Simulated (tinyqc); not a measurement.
Absorption coefficient and reflectance from two thicknesses.

Question. With transparent contact layers the responsivity is (1 - Rf)(1 - exp(-al wi)) q lam/(h c). The second absorber is twice as thick as the first. Find al and Rf.

Inputs (values chosen for the exercise):
- lam = 850 nm (wavelength)

Constants: q = 1.602176634e-19 C, h = 6.62607015e-34 J s, c = 299792458 m/s. Results are converted to the units shown.

responsivity for wi = 3.2 and 6.4 um (A/W): [0.10580560, 0.19442257]

Solution. The ratio of the responsivities is 1 + exp(-al w1), which gives al; either value then gives 1 - Rf.

al = 554.0 1/cm
Rf = 0.05000

Numbers from tinyqc (`OMP_NUM_THREADS=1 python tinyqc.py 2250040 2250041 out.jsonl`; about 0.01 s on one thread of a shared Intel Xeon 2.30GHz).
